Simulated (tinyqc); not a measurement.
Worked calculation: phonon-assisted absorption at an indirect gap. Values are carried at full precision from step to step, so a last printed digit may differ when a step is redone from the rounded ones.

alpha(E) = sum_j A_j [N_j (E - Eg + w_j)^2 + (N_j + 1)(E - Eg - w_j)^2], each bracket counted only where its base is positive; N_j = 1/(exp(w_j/kB T) - 1). The first term absorbs a phonon and the second emits one; excitons and direct transitions are left out.

Constants: kB = 8.617333262e-05 eV/K.

Inputs chosen for the exercise (loosely those of AlAs at room temperature; Eg is not tied to T; shifted at random, so the results belong to these values and not to a real crystal): Eg = 2.171 eV (indirect gap, held fixed unless listed); w = (44.9, 13.8) meV (two zone-edge phonons); A = (5700, 430) 1/(cm eV^2) (their strengths); T = 300 K; E = 2.579 eV (photon energy); nr = 3.05 (refractive index); d = 150 micrometre (thickness); xj = 0.63 micrometre (dead layer at the surface); W = 4.1 micrometre (depleted width); L = 140 micrometre (minority diffusion length below it).

## The four branches at one energy

Evaluate the occupations and each term.

N_j: 0.2137  1.418

terms with phonon absorption (1/cm): 249.9  108.5

terms with phonon emission (1/cm): 912.1  161.5

alpha = 1432 1/cm
wavelength hc/E (hc = 1239.841984 eV nm) = 480.7 nm

Phonon absorption supplies 25.0 % of alpha; the depth 1/alpha is 6.98 micrometre.

## What a slab does with it

Slab of thickness d in air, incoherent passes: R = ((nr - 1)/(nr + 1))^2, x = exp(-alpha d); transmitted Tr = (1 - R)^2 x/(1 - R^2 x^2), reflected Rt = R + (1 - R)^2 R x^2/(1 - R^2 x^2), absorbed Ab = (1 - R)(1 - x)/(1 - R x).

d in cm is 1e-4 times the value in micrometres.

R = 0.2562
x = 0.0000
Tr = 0.0000
Rt = 0.2562
Ab = 0.7438

A single pass would absorb (1 - R)(1 - x) = 0.7438; the back face adds 0.0000.

## Quantum efficiency of a diode

Photodiode (Gaertner form with a dead layer): QE = (1 - R) exp(-alpha xj) [1 - exp(-alpha W)/(1 + alpha L)], R = ((nr - 1)/(nr + 1))^2; responsivity = QE/E in A/W for E in eV.

Evaluate the factors; 1 micrometre = 1e-4 cm.

passes the dead layer = 0.9137
collected share = 0.9736
QE = 0.6617
responsivity = 0.2566 A/W

Without diffusion from below the collected share would be 0.4441.

## Checks

- Tr + Rt + Ab against 1: both 1.000000.

tinyqc: `OMP_NUM_THREADS=1 python tinyqc.py 1681737 1681738 out.jsonl`; about 0.01 s, one thread, shared Intel(R) Xeon(R) Processor @ 2.30GHz.
